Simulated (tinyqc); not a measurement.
What each parameter does: five-level k.p model folded onto the conduction band.

Second-order sums for the lowest conduction level at E: 1/m = 1 + Cm + (Ep/3)(2/E + 1/(E + Dso)) - (Ep2/3)(2/(E7 + D2 - E) + 1/(E7 - E)); g/2 = 1 + Cg - (Ep/3)(1/E - 1/(E + Dso)) - (Ep2/3)(1/(E7 - E) - 1/(E7 + D2 - E)). E is counted from the top of the valence band; E = Eg at the edge.

Parameters, chosen for this exercise (near those of InP; not measured data): Eg = 1.499 eV (gap at Gamma to the s-like level); Dso = 0.106 eV (spin-orbit splitting); Ep = 21.2 eV (Kane energy); E7 = 4.75 eV (upper Gamma7 conduction level, from the valence top); D2 = 0.07 eV (its spin-orbit splitting, Gamma8 above Gamma7); Ep2 = 3.8 eV (Kane energy to the upper levels); Cm = -0.7 (remote term in 1/m); Cg = -0.02 (remote term in g/2).

Mass and g at E = Eg. Each row changes one parameter from the base and keeps the others.

Results:

| case | m (m0) | g |
|---|---|---|
| base | 0.07705 | 1.3209 |
| Eg = 1.649 eV | 0.08554 | 1.4243 |
| Dso = 0.117 eV | 0.07723 | 1.2609 |
| Ep = 19.08 eV | 0.08624 | 1.3832 |
| E7 = 5.225 eV | 0.07620 | 1.3248 |
| D2 = 0.077 eV | 0.07704 | 1.3193 |
| Ep2 = 4.18 eV | 0.07774 | 1.3192 |

The largest shifts from the base row, up to three for each result and ties (the steps differ in size, so this ranks the rows, not the parameters). m (m0): Ep +0.00919, Eg +0.00850, E7 -0.00085. g: Eg +0.1034, Ep +0.0623, Dso -0.0599.

Program tinyqc; command `OMP_NUM_THREADS=1 python tinyqc.py 1080591 1080592 out.jsonl`; about 0.01 s on one thread of a shared Intel(R) Xeon(R) Processor @ 2.30GHz.
